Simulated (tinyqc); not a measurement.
MOS inversion layer, Poisson-Schroedinger loop: course of the self-consistent loop.

Electrons confined at an insulator interface at z = 0, treated as a hard wall; parabolic valleys, Hartree approximation, no image or exchange terms. The depletion charge lies far deeper than the electrons and gives a uniform field q Nd/(eps0 eps_r); the gate balances all charge. Energies are counted from the band edge at the interface.

V0 = q Nd z/(eps0 eps_r) in eV.

Tridiagonal Hamiltonian with psi = 0 one step beyond both ends: H_ii = C (1/m_(i-1/2) + 1/m_(i+1/2))/hz^2 + V0_i + U_i, H_(i,i+1) = -C/(m_(i+1/2) hz^2), C = hbar^2/(2 m0). The lowest 2 level(s) are kept, normalised to hz sum |psi|^2 = 1. The mass is the same on all intervals.

Level k holds N_k = D_k Vt ln(1 + exp((EF - E_k)/Vt)) with D = 3 md1 m0 q/(pi hbar^2) per eV (spin included); EF is fixed by sum N_k = Ns.

n_i = sum_k N_k |psi_k|^2 (converted to cm^-3). Hartree part by Gauss: on the interval before node i the electrons still beyond are S_i = Ns - hz sum_(j<i) n_j, and U_i = U_(i-1) + q S_i hz/(eps0 eps_r) in eV, U_0 = 0 at the interface. Mixing: U(new) = U + a (U(out) - U).

Start from U = 0. Stop when the largest |U(out) - U| is below 1e-7 eV, or after 120 rounds.

Values chosen for this exercise; masses and permittivity close to those of 4H silicon carbide (0001):

| symbol | value | unit | meaning |
|---|---|---|---|
| T | 200 | K | temperature |
| eps_r | 9.76 |  | relative permittivity |
| mz1 | 0.325 | m0 | mass along z of valley set A (3 valley(s)) |
| md1 | 0.422 | m0 | in-plane density-of-states mass of set A |
| Ns | 6e12 | cm^-2 | sheet density of electrons |
| Nd | 6.8e11 | cm^-2 | sheet density of depletion charge |
| hz | 0.7 | nm | mesh step |
| a | 0.3 |  | mixing factor |

Constants: q = 1.602176634e-19 C, kB = 1.380649e-23 J/K, hbar = 1.054571817e-34 J s, m0 = 9.1093837015e-31 kg, Vt = kB T/q, eps0 = 8.8541878128e-14 F/cm where lengths are in cm, hbar^2/(2 m0) = 0.0380998212 eV nm^2. Results are converted to the units shown.

z, node 1 to 16 (nm): 0.7  1.4  2.1  2.8  3.5  4.2  4.9  5.6  6.3  7  7.7  8.4  9.1  9.8  10.5  11.2

Course of the iteration:
```
round  level A1 (eV)    EF (eV)  largest |U(out) - U| (eV)
1          0.0617202  0.0584662                      0.382
2           0.136317   0.134516                      0.160
3           0.174065   0.172435                     0.0932
4           0.197304   0.195715                     0.0588
5           0.212272   0.210688                     0.0379
6           0.222137   0.220546                     0.0253
7           0.228733   0.227132                     0.0171
8           0.233190   0.231579                     0.0116
9           0.236222   0.234603                    7.88e-3
...              ...        ...                        ...
32          0.242895   0.241259                    1.68e-6
33          0.242896   0.241259                    1.17e-6
34          0.242896   0.241259                    8.16e-7
35          0.242896   0.241260                    5.68e-7
36          0.242897   0.241260                    3.96e-7
37          0.242897   0.241260                    2.76e-7
38          0.242897   0.241260                    1.92e-7
39          0.242897   0.241260                    1.34e-7
40          0.242897   0.241260                    9.36e-8
```

Did this iteration meet its convergence test, and what does its course show?

Yes. Converged in 40 rounds. Towards the end the residual shrinks by a factor of about 0.70 a round.

Program tinyqc, `OMP_NUM_THREADS=1 python tinyqc.py 2160090 2160091 out.jsonl`; Intel Xeon 2.30GHz, shared host, one thread, about 0.3 s.
